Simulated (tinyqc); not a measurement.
Inside a calculation. Method: MP2 on RHF in the 3-21g basis, for H2, spin multiplicity 1. Computed by tinyqc, a small Python program that keeps every step (integrals from PySCF). Settings: charge = 0, multiplicity = 1, basis = 3-21g, method = RHF, energy threshold = 1e-10, iteration cap = 79, orthogonalisation = canonical, start = Wolfsberg-Helmholz matrix, DIIS depth = 6. Command: `OMP_NUM_THREADS=1 python tinyqc.py 24247 24248 out.jsonl` (the two numbers bound the seeds that draw the settings). One thread of a shared host (Intel(R) Xeon(R) Processor @ 2.60GHz), about 0.06 s of CPU time with the checks. The early iterations of the SCF are left out here.

## One-electron integrals

Geometry (angstrom):
```
atom       x       y       z
H     0.0000  0.0000  0.0000
H     0.0000  0.0000  0.7230
```

Basis 3-21g: exponents (1/bohr^2) and contraction coefficients of normalised primitives:
```
element  l (shell)  exponent  coefficient
H            s (1)    5.4472       0.1563
H            s (1)    0.8245       0.9047
H            s (2)    0.1832       1.0000
```

Overlap, kinetic and nuclear-attraction integrals over the contracted functions; the nuclear repulsion is the sum of Za Zb / Rab.

nuclear repulsion = 0.731919 hartree

overlap S, lower triangle:
```
        1H 1s   1H 2s   2H 1s   2H 2s
1H 1s  1.0000
1H 2s  0.6459  1.0000
2H 1s  0.4205  0.4870  1.0000
2H 2s  0.4870  0.8428  0.6459  1.0000
```

kinetic energy T (hartree), lower triangle:
```
        1H 1s   1H 2s   2H 1s   2H 2s
1H 1s  1.5494
1H 2s  0.2932  0.2748
2H 1s  0.2350  0.1793  1.5494
2H 2s  0.1793  0.2052  0.2932  0.2748
```

nuclear attraction V (hartree), lower triangle:
```
         1H 1s    1H 2s    2H 1s    2H 2s
1H 1s  -2.4450
1H 2s  -1.2319  -1.2377
2H 1s  -1.0160  -0.9632  -2.4450
2H 2s  -0.9632  -1.0889  -1.2319  -1.2377
```

core Hamiltonian H = T + V (hartree), lower triangle:
```
         1H 1s    1H 2s    2H 1s    2H 2s
1H 1s  -0.8956
1H 2s  -0.9387  -0.9629
2H 1s  -0.7810  -0.7839  -0.8956
2H 2s  -0.7839  -0.8837  -0.9387  -0.9629
```

## Two-electron integrals

Functions are numbered as in S; the eight-fold symmetry (ij|kl) = (ji|kl) = (kl|ij) leaves the list below.

Two-electron integrals (ij|kl) in chemists' order, unique and non-zero (hartree):
```
(11|11) 1.1401   (21|11) 0.6114   (21|21) 0.3452   (22|11) 0.6264
(22|21) 0.3803   (22|22) 0.4830   (31|11) 0.4009   (31|21) 0.2266
(31|22) 0.2493   (31|31) 0.1863   (32|11) 0.3498   (32|21) 0.2099
(32|22) 0.2565   (32|31) 0.1800   (32|32) 0.1956   (33|11) 0.6873
(33|21) 0.4200   (33|22) 0.5243   (33|31) 0.4009   (33|32) 0.4545
(33|33) 1.1401   (41|11) 0.4545   (41|21) 0.2574   (41|22) 0.2852
(41|31) 0.1800   (41|32) 0.1700   (41|33) 0.3498   (41|41) 0.1956
(42|11) 0.5036   (42|21) 0.3074   (42|22) 0.3957   (42|31) 0.2199
(42|32) 0.2372   (42|33) 0.5036   (42|41) 0.2372   (42|42) 0.3431
(43|11) 0.4200   (43|21) 0.2564   (43|22) 0.3245   (43|31) 0.2266
(43|32) 0.2574   (43|33) 0.6114   (43|41) 0.2099   (43|42) 0.3074
(43|43) 0.3452   (44|11) 0.5243   (44|21) 0.3245   (44|22) 0.4331
(44|31) 0.2493   (44|32) 0.2852   (44|33) 0.6264   (44|41) 0.2565
(44|42) 0.3957   (44|43) 0.3803   (44|44) 0.4830
```

## Orthogonalisation

S = U s U^T; canonical form X = U s^(-1/2), so that X^T S X = 1. Each column of U has its largest component positive (the first on a tie).

eigenvalues of S: 0.1041  0.4793  0.6326  2.7841

X:
```
             1        2        3       4
1H 1s  -0.6948   0.7856   0.8432  0.2708
1H 2s   2.0790  -0.6527   0.2818  0.3260
2H 1s   0.6948   0.7856  -0.8432  0.2708
2H 2s  -2.0790  -0.6527  -0.2818  0.3260
```

## Iteration 8 (converged): orbitals

converged F (hartree), lower triangle:
```
         1H 1s    1H 2s    2H 1s    2H 2s
1H 1s   0.0768
1H 2s  -0.5139  -0.3565
2H 1s  -0.5447  -0.5260   0.0768
2H 2s  -0.5260  -0.4009  -0.5139  -0.3565
```

Diagonalise F' = X^T F X, C = X C', fill 1 alpha and 1 beta electrons from the bottom; D = 2 C_occ C_occ^T. Each column has its largest component positive (the first on a tie).

F' = X^T F X (hartree), lower triangle:
```
         1        2       3        4
1   0.9135
2   0.0000   0.9101
3  -0.6387   0.0000  0.9023
4   0.0000  -0.0418  0.0000  -0.5968
```

orbital energies (hartree): MO1 -0.5979, MO2 0.2692, MO3 0.9112, MO4 1.5467

coefficients C:
```
          MO1      MO2      MO3      MO4
1H 1s  0.2925   0.1097   0.7778  -1.0871
1H 2s  0.3077   1.6637  -0.6615   1.2780
2H 1s  0.2925  -0.1097   0.7778   1.0871
2H 2s  0.3077  -1.6637  -0.6615  -1.2780
```

D after iteration 8, lower triangle:
```
        1H 1s   1H 2s   2H 1s   2H 2s
1H 1s  0.1711
1H 2s  0.1800  0.1894
2H 1s  0.1711  0.1800  0.1711
2H 2s  0.1800  0.1894  0.1800  0.1894
```

## Convergence

Stop when the energy changes by less than 1e-10 hartree and every element of the error matrix X^T (F D S - S D F) X is below 3e-06.

Course of the cycle:
```
iteration  E (hartree)     change  largest element of the error matrix
1            -1.107427          -                             2.00e-01
2            -1.122547  -1.51e-02                             2.82e-02
3            -1.122854  -3.07e-04                             6.86e-05
4            -1.122854  -1.50e-09                             2.89e-05
5            -1.122854  -1.94e-10                             1.83e-05
6            -1.122854  -6.03e-11                             1.34e-05
7            -1.122854  -2.63e-11                             1.06e-05
8            -1.122854  -4.33e-11                             1.07e-08
```

PySCF RHF in the same basis = -1.122854 hartree

Converged in 8 iterations.

## Integrals over molecular orbitals

(pq|rs) = sum C_ip C_jq C_kr C_ls (ij|kl), one index at a time.

one-electron integrals over orbitals h = C^T H C (hartree), lower triangle:
```
         1        2        3       4
1  -1.2568
2   0.0000  -0.5540
3  -0.1691   0.0000  -0.0995
4   0.0000   0.2076   0.0000  0.3314
```

Two-electron integrals over orbitals (pq|rs), unique and non-zero (hartree):
```
(11|11) 0.6589    (21|21) 0.0872    (22|11) 0.4551    (22|22) 0.4093
(31|11) 0.1691    (31|22) 0.0544    (31|31) 0.1155    (32|21) -0.0185
(32|32) 0.0357    (33|11) 0.5631    (33|22) 0.4080    (33|31) 0.1331
(33|33) 0.5068    (41|21) -0.0799   (41|32) -0.0250   (41|41) 0.1330
(42|11) -0.1437   (42|22) -0.0577   (42|31) -0.0769   (42|33) -0.1068
(42|42) 0.0706    (43|21) -0.0907   (43|32) -0.0052   (43|41) 0.1251
(43|43) 0.1379    (44|11) 0.6741    (44|22) 0.4673    (44|31) 0.2055
(44|33) 0.5877    (44|42) -0.1705   (44|44) 0.7555
```

## Second-order Moller-Plesset energy

Hartree-Fock energy = -1.122854 hartree

E2 = sum_ijab (ia|jb) [2 (ia|jb) - (ib|ja)] / (e_i + e_j - e_a - e_b) over occupied i, j and virtual a, b; the opposite-spin part is (ia|jb)^2 / denominator, the rest is same-spin, and SCS-MP2 scales them by 6/5 and 1/3.

Terms:
```
i  j  a  b  (ia|jb)  (ib|ja)  denominator     term
1  1  3  3   0.1155   0.1155      -3.0183  -0.0044
1  1  2  2   0.0872   0.0872      -1.7342  -0.0044
1  1  4  4   0.1330   0.1330      -4.2892  -0.0041
1  1  4  2  -0.0799  -0.0799      -3.0117  -0.0021
1  1  2  4  -0.0799  -0.0799      -3.0117  -0.0021
```

Pair energies (hartree; pair i-j sums ij and ji):
```
pair  opposite spin  same spin
1-1         -0.0172          0
```

MP2 correlation energy = -0.017154 hartree

SCS-MP2 correlation energy = -0.020585 hartree

MP2 total energy = -1.140008 hartree
